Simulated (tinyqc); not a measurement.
Worked calculation (part 2 of 2): RHF in the sto-6g basis, for BeH2, spin multiplicity 1. Computed by tinyqc, a small Python program that keeps every step (integrals from PySCF). Command: `OMP_NUM_THREADS=1 python tinyqc.py 31326 31327 out.jsonl` (the two numbers bound the seeds that draw the settings). One thread of a shared host (Intel(R) Xeon(R) Processor @ 2.60GHz), about 0.1 s of CPU time with the checks.

Geometry (angstrom):
```
atom         x          y         z
Be    0.000000   0.000000  0.000000
H     0.000000   1.462000  0.134000
H     0.000000  -1.462000  0.134000
```

## Iteration 11 (converged): orbitals

converged F (hartree), lower triangle:
```
            1Be 1s     1Be 2s   1Be 2px    1Be 2py    1Be 2pz      2H 1s      3H 1s
1Be 1s   -4.595275
1Be 2s   -1.249191  -0.579431
1Be 2px   0.000000   0.000000  0.210169
1Be 2py   0.000000   0.000000  0.000000  -0.184375
1Be 2pz   0.001977  -0.017844  0.000000   0.000000   0.208011
2H 1s    -0.270815  -0.368479  0.000000  -0.316111  -0.022916  -0.267801
3H 1s    -0.270815  -0.368479  0.000000   0.316111  -0.022916  -0.028788  -0.267801
```

X, lower triangle:
```
            1Be 1s     1Be 2s   1Be 2px    1Be 2py    1Be 2pz      2H 1s     3H 1s
1Be 1s    1.027271
1Be 2s   -0.148168   1.198681
1Be 2px   0.000000   0.000000  1.000000
1Be 2py   0.000000   0.000000  0.000000   1.286718
1Be 2pz  -0.001617   0.018349  0.000000   0.000000   1.001945
2H 1s     0.018327  -0.263945  0.000000  -0.369810  -0.028081   1.229690
3H 1s     0.018327  -0.263945  0.000000   0.369810  -0.028081  -0.076003  1.229690
```

Diagonalise F' = X^T F X, C = X C', fill 3 alpha and 3 beta electrons from the bottom; D = 2 C_occ C_occ^T. Each column has its largest component positive (the first on a tie).

F' = X^T F X (hartree), lower triangle:
```
           1          2         3          4          5          6         7
1  -4.498373
2  -0.657022  -0.107348
3   0.000000   0.000000  0.210169
4   0.000000   0.000000  0.000000   0.231041
5   0.001497   0.007704  0.000000   0.000000   0.210847
6  -0.027994  -0.302415  0.000000  -0.414404  -0.028494   0.063457
7  -0.027994  -0.302415  0.000000   0.414404  -0.028494  -0.089182  0.063457
```

orbital energies (hartree): MO1 -4.596832, MO2 -0.435542, MO3 -0.395525, MO4 0.205902, MO5 0.210169, MO6 0.405872, MO7 0.779205

coefficients C:
```
               MO1        MO2        MO3        MO4       MO5        MO6        MO7
1Be 1s    0.994696  -0.205709   0.000000   0.042755  0.000000  -0.210592   0.000000
1Be 2s    0.021170   0.579840   0.000000  -0.194164  0.000000   1.106390   0.000000
1Be 2px   0.000000   0.000000   0.000000   0.000000  1.000000   0.000000   0.000000
1Be 2py   0.000000   0.000000   0.497010   0.000000  0.000000   0.000000   1.296975
1Be 2pz  -0.000147   0.021103   0.000000   0.980210  0.000000   0.211074   0.000000
2H 1s    -0.002433   0.395944   0.421661   0.087586  0.000000  -0.756201  -0.900765
3H 1s    -0.002433   0.395943  -0.421661   0.087586  0.000000  -0.756200   0.900765
```

D after iteration 11, lower triangle:
```
            1Be 1s    1Be 2s   1Be 2px    1Be 2py   1Be 2pz      2H 1s     3H 1s
1Be 1s    2.063472
1Be 2s   -0.196442  0.673325
1Be 2px   0.000000  0.000000  0.000000
1Be 2py   0.000000  0.000000  0.000000   0.494038
1Be 2pz  -0.008975  0.024466  0.000000   0.000000  0.000891
2H 1s    -0.167739  0.459065  0.000000   0.419140  0.016712   0.669151
3H 1s    -0.167739  0.459065  0.000000  -0.419140  0.016712  -0.042042  0.669151
```

## Convergence

Stop when the energy changes by less than 1e-10 hartree and every element of the error matrix X^T (F D S - S D F) X is below 3e-06.

Course of the cycle:
```
iteration   E (hartree)     change  largest element of the error matrix
1           -8.94786080          -                             3.00e+00
2          -15.29597407  -6.35e+00                             3.49e-01
3          -15.65089258  -3.55e-01                             8.71e-02
4          -15.69429026  -4.34e-02                             4.32e-02
5          -15.70149256  -7.20e-03                             8.08e-03
6          -15.70176923  -2.77e-04                             2.63e-03
7          -15.70179083  -2.16e-05                             4.48e-04
8          -15.70179142  -5.88e-07                             9.14e-05
9          -15.70179144  -1.39e-08                             1.32e-05
10         -15.70179144  -2.02e-10                             9.24e-07
11         -15.70179144  -3.83e-12                             2.83e-07
```

PySCF RHF in the same basis = -15.70179144 hartree

Converged in 11 iterations.

## Populations, bond orders and dipole

overlap S, lower triangle:
```
           1Be 1s    1Be 2s   1Be 2px    1Be 2py   1Be 2pz     2H 1s     3H 1s
1Be 1s   1.000000
1Be 2s   0.254764  1.000000
1Be 2px  0.000000  0.000000  1.000000
1Be 2py  0.000000  0.000000  0.000000   1.000000
1Be 2pz  0.000000  0.000000  0.000000   0.000000  1.000000
2H 1s    0.054245  0.410144  0.000000   0.484595  0.044416  1.000000
3H 1s    0.054245  0.410144  0.000000  -0.484595  0.044416  0.024864  1.000000
```

Mulliken: Z minus the diagonal of D S on the atom; Loewdin: the same with S^(1/2) D S^(1/2); Mayer order: 2 sum_s sum (D(s) S)_ij (D(s) S)_ji over the two atoms.

Charges (e):
```
atom   Mulliken    Loewdin
1Be    0.102289   0.083526
2H    -0.051145  -0.041763
3H    -0.051145  -0.041763
```

Mayer bond orders:
```
pair     order
2-1   0.995023
3-1   0.995023
3-2   0.002361
```

dipole moment about the origin, x y z (debye): 0.000000  0.000000  -0.424496
